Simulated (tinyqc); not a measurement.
Reset of a mushroom phase-change cell, hemispherical electro-thermal model: two steps of the calculation.

Current spreads from a hemispherical contact of radius r0 into a large dome with constant rho and ka: j = I/(2 pi r^2). With s = r0/r the steady rise is T - T0 = c (b s - s^2), c = I^2 rho/(8 pi^2 ka r0^2). The heat lost through the heater, (T(r0) - T0)/Rh, fixes b = (2 + g)/(1 + g), g = 1/(2 pi ka r0 Rh).

Values chosen for this exercise; values of the order of Ge-Sb-Te and related chalcogenides:
- T0 = 300 K (ambient temperature)
- Tm = 875 K (melting point)
- r0 = 26 nm (radius of the heater contact)
- rho = 7.5 mohm cm (resistivity of the hot chalcogenide)
- ka = 1.1 W/(m K) (its thermal conductivity)
- Rh = 5 K/uW (thermal resistance of the path through the heater)
- I = 1200 uA (reset current)

Question 1. Constants and melting current. The peak lies at s = b/2 with the rise c b^2/4; melting starts at the current where that equals Tm - T0, and the molten shell spans the roots of s^2 - b s + (Tm - T0)/c = 0 (s at most 1). Electrical resistance rho/(2 pi r0).

Give: g; b; resistance; radius of the peak; melting current; power at that current.

Answer 1.

g = 1.113
b = 1.473
resistance = 0.4591 kohm
radius of the peak = 35.30 nm
melting current = 910.8 uA
power at that current = 380.8 uW

Question 2. Temperature profile and molten shell. 

| point | r (nm) |
|---|---|
| 0 | 26 |
| 1 | 29.9 |
| 2 | 35.1 |
| 3 | 41.6 |
| 4 | 52 |
| 5 | 67.6 |
| 6 | 91 |
| 7 | 130 |

b = 1.4732671

Wanted: c; T; peak T; inner radius of the melt; outer radius of the melt.

Answer 2.

c = 1839 K

| point | T (K) |
|---|---|
| 0 | 1171 |
| 1 | 1266 |
| 2 | 1298 |
| 3 | 1275 |
| 4 | 1195 |
| 5 | 1070 |
| 6 | 924.1 |
| 7 | 768.4 |

peak T = 1298 K
inner radius of the melt = 26.00 nm
outer radius of the melt = 101.2 nm

The melt reaches the contact.

Range of the model: Constant properties, no latent heat, thermoelectric terms, boundary resistance or heating in the heater itself.

Computed by the program tinyqc: `OMP_NUM_THREADS=1 python tinyqc.py 2490069 2490070 out.jsonl`, one thread of a shared Intel Xeon 2.30GHz, about 0.01 s for the whole run.
